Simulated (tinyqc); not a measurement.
Inside a calculation: optical gain and spontaneous emission in a bulk direct-gap semiconductor. Values are carried at full precision from step to step, so a last printed digit may differ when a step is redone from the rounded ones.

F_j(eta) = (1/Gamma(j + 1)) integral_0^infinity x^j dx/(1 + exp(x - eta)), which tends to exp(eta) for eta << 0.

Quasi-Fermi levels: n = Nc F_1/2(Fc/kT) and p = Nv F_1/2(Fv/kT), Fc counted up from the conduction edge and Fv down from the valence edge; Nc, Nv from N = 2 (m kB T/(4 pi c))^(3/2) with c = hbar^2/2m0, in 1/angstrom^3; times 1e24 for 1/cm^3, with me and (mhh^(3/2) + mlh^(3/2))^(2/3).

Constants: hbar^2/2m0 = 3.80998211 eV angstrom^2; kB = 8.617333262e-05 eV/K; fine-structure constant alpha = 0.007297352564; hbar = 6.58211957e-16 eV s; hbar c = 1973.269805 eV angstrom.

Parameters, chosen for this exercise (near those of InP; shifted at random, so the results belong to these values and not to a real crystal): me = 0.078 m0 (electron mass); mhh = 0.603 m0 (heavy-hole mass); mlh = 0.0888 m0 (light-hole mass); n = 2.4e+18 1/cm^3 (injected density, n = p); T = 300 K; Eg = 1.329 eV (direct gap); Ep = 20.3 eV (Kane energy); nr = 3.36 (refractive index); E = 1.391 eV (photon energy).

## Quasi-Fermi levels

Solve for Fc and Fv.

kT = 0.025852 eV
Nc = 5.467e+17 1/cm^3
Nv = 1.241e+19 1/cm^3
Fc = 0.0762 eV
Fv = -0.0407 eV
Fc + Fv = 0.0355 eV

The separation of the quasi-Fermi levels exceeds the gap, so photons between Eg and Eg + (Fc + Fv) see gain. The quasi-Fermi level of the electrons lies inside the band, that of the holes in the gap.

## Absorption of the empty crystal

Parabolic bands, vertical transitions, no excitons. For each hole band j: mr = me mj/(me + mj); joint density of states J_j(E) = (mr/c)^(3/2) sqrt(E - Eg)/(2 pi^2), both spins, c = hbar^2/2m0; averaged matrix element |e.p|^2 = m0 Ep/6; alpha_j(E) = 4 pi^2 alpha_f c Ep J_j/(3 nr E) in 1/angstrom (alpha_f the fine-structure constant, listed as alpha among the constants), times 1e8 for 1/cm.

Evaluate at E for heavy and light holes.

mr, J and alpha of each hole band:
```
hole   mr (m0)  J (1/(eV angstrom^3))  alpha (1/cm)
heavy  0.06907              3.079e-05        4892.6
light  0.04153              1.435e-05        2280.9
```

The heavy-hole band gives 68 % of the total, 7173 1/cm.

## Occupations and gain at E

For band j the electron sits at Ee = (E - Eg) mr/me above its edge and the hole at Eh = (E - Eg) mr/mj; fe = 1/(1 + exp((Ee - Fc)/kT)), fh = 1/(1 + exp((Eh - Fv)/kT)); gain g = sum_j alpha_j (fe + fh - 1).

Use mr and alpha from the table.

Energies, occupations and gain of each hole band:
```
hole   Ee (eV)  Eh (eV)     fe     fh  g (1/cm)
heavy   0.0549   0.0071  0.695  0.136      -827
light   0.0330   0.0290  0.842  0.063      -217
```

total gain = -1044 1/cm

E - Eg = 0.0620 eV is above Fc + Fv = 0.0355 eV, so both bands give loss (Bernard-Duraffourg).

## Spontaneous emission

Spontaneous rate: R = integral of (nr E/(hbar c))^2/(pi^2 hbar) sum_j alpha_j fe fh dE, with alpha in 1/cm and (nr E/(hbar c))^2 in 1/cm^2 (1e16 per 1/angstrom^2); B = R/(n p); lifetime n/R.

Integrate over photon energy.

R = 5.61e+26 1/(cm^3 s)
B = 9.73e-11 cm^3/s
radiative lifetime = 4.28 ns

## Checks

- B at n = 1e13 1/cm^3 against the van Roosbroeck-Shockley value from alpha and ni^2 (cm^3/s): both 1.33e-10.

Computed by tinyqc, a small Python program: `OMP_NUM_THREADS=1 python tinyqc.py 1651440 1651441 out.jsonl` (the numbers bound the seed that draws the inputs); one thread of a shared host (Intel(R) Xeon(R) Processor @ 2.30GHz), about 0.08 s for the whole set of steps.
